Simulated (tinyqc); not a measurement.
# Metal-interlayer-semiconductor contact, depinning against tunnelling resistance: effects of single changes

Zero bias, n-type semiconductor. Gap states at the semiconductor surface thin out as exp(-be ti), which unpins the barrier; electrons must then cross the interlayer (a rectangular barrier, no voltage drop across it) and the parabolic depleted layer, both by WKB. Energies E are counted from the Fermi level; no image force, parabolic bands.

Parameters, values chosen for the exercise; semiconductor values close to those of silicon; interlayer mass of the order of that in zinc oxide, offset chosen freely: temperature T = 300 K; band gap Eg = 1.13 eV; relative permittivity eps_r = 11.8; electron affinity chi = 4.09 eV; conduction-band density of states at T Nc = 2.8e19 cm^-3; tunnelling mass in the semiconductor mt = 0.194 m0; Richardson mass mA = 2.01 m0; donor density Nd = 5.8e18 cm^-3; charge-neutrality level above the valence band E0 = 0.35 eV; pinning factor without interlayer S0 = 0.27; metal work function phiM = 4.33 eV; interlayer thickness ti = 0.6 nm; conduction-band offset of the interlayer above the semiconductor dE = 0.14 eV; tunnelling mass in the interlayer mi = 0.3 m0; decay constant of gap states through the interlayer be = 4.2 1/nm.

Constants: q = 1.602176634e-19 C, kB = 1.380649e-23 J/K, eps0 = 8.8541878128e-12 F/m, hbar = 1.054571817e-34 J s, h = 6.62607015e-34 J s, m0 = 9.1093837015e-31 kg, Vt = kB T/q, hbar^2/(2 m0) = 0.0380998212 eV nm^2. Results are converted to the units shown.

Each table varies one quantity; the others keep the values above.

## Contact resistivity against the interlayer thickness

S = 1/(1 + (1/S0 - 1) exp(-be ti)); phiB = S (phiM - chi) + (1 - S)(Eg - E0); xi = Ec - EF deep inside, from Nd = Nc F(-xi/Vt), F(x) = (2/sqrt(pi)) int_0^infinity sqrt(u) du/(1 + exp(u - x)); band bending U = phiB - xi; E00 = (hbar/2) sqrt(Nd/(eps0 eps_r mt m0)) in volts; A = 4 pi q mA m0 kB^2/h^3. With U = phiB - xi: for xi < E < phiB, y = (E - xi)/U and G1 = (U/E00) [sqrt(1 - y) - y ln((1 + sqrt(1 - y))/sqrt(y))], G1 = 0 above phiB; G2 = 2 ti sqrt(mi max(phiB + dE - E, 0)/C), C = hbar^2/(2 m0); f = 1/(1 + exp(E/Vt)); 1/rho_c = (A T^2/Vt^2) times the integral of exp(-G1 - G2) f over E from xi upwards. Shares under 0.001 % are printed as 0; rows without band bending are left out.

The same in every row: E00/Vt = 1.14.

Contact resistivity against the interlayer thickness:

| ti (nm) | S | phiB (eV) | rho_c (ohm cm^2) | rho_c with G2 = 0 (ohm cm^2) | peak of the integrand (eV) | share above phiB (%) |
|---|---|---|---|---|---|---|
| 0 | 0.270 | 0.634 | 0.00789 | 0.00789 | 0.238 | 0.0147 |
| 0.2 | 0.461 | 0.531 | 0.00107 | 5.06e-4 | 0.210 | 0.0745 |
| 0.4 | 0.665 | 0.421 | 1.09e-4 | 2.81e-5 | 0.179 | 0.370 |
| 0.6 | 0.821 | 0.336 | 2.05e-5 | 3.17e-6 | 0.154 | 1.26 |
| 0.8 | 0.914 | 0.286 | 9.27e-6 | 8.89e-7 | 0.141 | 2.76 |
| 1 | 0.961 | 0.261 | 8.02e-6 | 4.73e-7 | 0.136 | 4.45 |
| 1.2 | 0.983 | 0.249 | 9.91e-6 | 3.53e-7 | 0.136 | 6.12 |
| 1.4 | 0.993 | 0.244 | 1.45e-5 | 3.11e-7 | 0.138 | 7.82 |
| 1.6 | 0.997 | 0.242 | 2.30e-5 | 2.94e-7 | 0.142 | 9.73 |

What does the comparison show?

As ti goes from 0 to 1.6, phiB falls from 0.634 to 0.242 eV and rho_c goes from 0.00789 through a minimum of 8.02e-6 (at ti = 1 among the rows listed) to 2.30e-5 ohm cm^2. At ti = 1 nm rho_c is 984 times lower than without interlayer: up to there the falling barrier gains more than tunnelling through the layer costs, beyond it the layer dominates. The ratio of rho_c to its value with G2 = 0 runs from 1.00 to 78.2.

## Contact resistivity against the donor density

Same model as above.

The same in every row: S = 0.821; phiB (eV) = 0.336.

Result of one run:

| Nd (cm^-3) | E00/Vt | rho_c (ohm cm^2) | rho_c with G2 = 0 (ohm cm^2) | peak of the integrand (eV) | share above phiB (%) |
|---|---|---|---|---|---|
| 1.2e20 | 5.20 | 3.59e-8 | 3.51e-9 | -0.0136 | 0.00221 |

What becomes of these results when the donor density Nd is changed from 1.2e20 to 2.7e20 cm^-3, all else the same?

Result of the changed run:

| Nd (cm^-3) | E00/Vt | rho_c (ohm cm^2) | rho_c with G2 = 0 (ohm cm^2) | peak of the integrand (eV) | share above phiB (%) |
|---|---|---|---|---|---|
| 2.7e20 | 7.80 | 1.15e-8 | 1.03e-9 | -0.0302 | 0 |

The whole series:

| Nd (cm^-3) | E00/Vt | rho_c (ohm cm^2) | rho_c with G2 = 0 (ohm cm^2) | peak of the integrand (eV) | share above phiB (%) |
|---|---|---|---|---|---|
| 9.3e17 | 0.458 | 2.82e-4 | 6.71e-5 | 0.299 | 17.3 |
| 2.1e18 | 0.688 | 1.17e-4 | 2.37e-5 | 0.253 | 7.21 |
| 4.7e18 | 1.03 | 3.13e-5 | 5.12e-6 | 0.178 | 1.93 |
| 1.1e19 | 1.57 | 4.92e-6 | 6.55e-7 | 0.0874 | 0.303 |
| 2.4e19 | 2.33 | 8.07e-7 | 9.42e-8 | 0.0369 | 0.0497 |
| 5.3e19 | 3.46 | 1.52e-7 | 1.61e-8 | 0.00769 | 0.00934 |
| 1.2e20 | 5.20 | 3.59e-8 | 3.51e-9 | -0.0136 | 0.00221 |
| 2.7e20 | 7.80 | 1.15e-8 | 1.03e-9 | -0.0302 | 0 |
| 6e20 | 11.6 | 4.75e-9 | 3.87e-10 | -0.0433 | 0 |

As Nd goes from 9.3e17 to 6e20, phiB stays at 0.336 eV and rho_c falls from 2.82e-4 to 4.75e-9 ohm cm^2. rho_c goes as Nd^(-1.08) between the first two rows and Nd^(-1.10) between the last two, while E00/Vt goes from 0.458 to 11.6 and the share above the barrier from 17.3 to 0 %. The ratio of rho_c to its value with G2 = 0 runs from 4.20 to 12.3.

Range of the model: The depletion charge would drop about 0.061 V across such an interlayer (eps_r near 8.5) at ti = 0.6 nm and Nd = 5.8e18 cm^-3, against a band bending of 0.30 V; this model leaves that drop out.

Program tinyqc, `OMP_NUM_THREADS=1 python tinyqc.py 2270065 2270066 out.jsonl`; Intel Xeon 2.30GHz, shared host, one thread, about 0.03 s.
